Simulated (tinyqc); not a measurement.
AlGaN/GaN HEMT with access regions, lumped model: one step of the calculation.

A polarisation-induced electron sheet under a Schottky gate, in series with two ungated access regions and contacts. Drift law v = mu E/(1 + mu E/vs) under the gate. Currents in mA/mm, resistances in ohm mm. No self-heating, no channel-length modulation; fits for polarisation, barrier and offset are chosen for the exercise.

Question. On-resistance and breakdown. sigma = (5e13 x + 1.6e13 x^2) cm^-2, phiB = 0.84 + 1.3 x, dEc = 0.7 (1.71 x + x^2) in volts, Cb = eps0 eps_r/d, VT = phiB - dEc - q sigma/Cb, access density n0 = -Cb VT/q. Ron = 2 Rc + Ls/(q mu n0) + Ld/(q mu (1 - ft) n0) + Lg/(mu Cb (Vg - VT)). Off state: a depleted stretch that holds the voltage V has the peak field sqrt(k V), k = 2 q n0/(eps0 eps_r te), so one edge holds V1 = Ec^2/k. The sheet under the plate pinches off at Vf = q n0 (1/Cb + tf/(eps0 ei)); beyond it the gate edge is screened. BV = V1 if Vf >= V1, else Vf + V1, and at most Ec Ld. Specific resistance Ron (Ls + Lg + Ld); figure of merit BV^2 over it.

Inputs (values chosen for the exercise); values close to those of AlGaN/GaN structures:
```
symbol,value,unit,meaning
x,0.22,,aluminium share of the barrier
d,25,nm,barrier thickness
eps_r,9.5,,relative permittivity of barrier and channel
mu,1900,cm^2/(V s),channel mobility
vs,1.2e7,cm/s,saturation velocity
Lg,0.5,um,gate length
Ls,0.5,um,source access length
Ld,12,um,drain access length
Rc,0.3,ohm mm,resistance of each contact
ft,0.3,,share of the drain-access electrons removed by traps
Vg,-0.5,V,gate voltage
Ec,2.7,MV/cm,critical field
te,0.2,um,depth over which the depleted charge spreads
tf,200,nm,insulator under the field plate
ei,7,,relative permittivity of that insulator
```

Constants: q = 1.602176634e-19 C, eps0 = 8.8541878128e-14 F/cm where lengths are in cm. Results are converted to the units shown.

Wanted: Ron; Vf; V1; BV; specific resistance; figure of merit.

Answer.

Ron = 6.5589 ohm mm
Vf = 56.654 V
V1 = 38.143 V
BV = 38.143 V
specific resistance = 0.85266 mohm cm^2
figure of merit = 1.7063 MW/cm^2

The plate pinches off too late to screen the gate edge, so it adds nothing.

Computed by the program tinyqc: `OMP_NUM_THREADS=1 python tinyqc.py 2570073 2570074 out.jsonl`, one thread of a shared Intel Xeon 2.30GHz, about 0.02 s for the whole run.
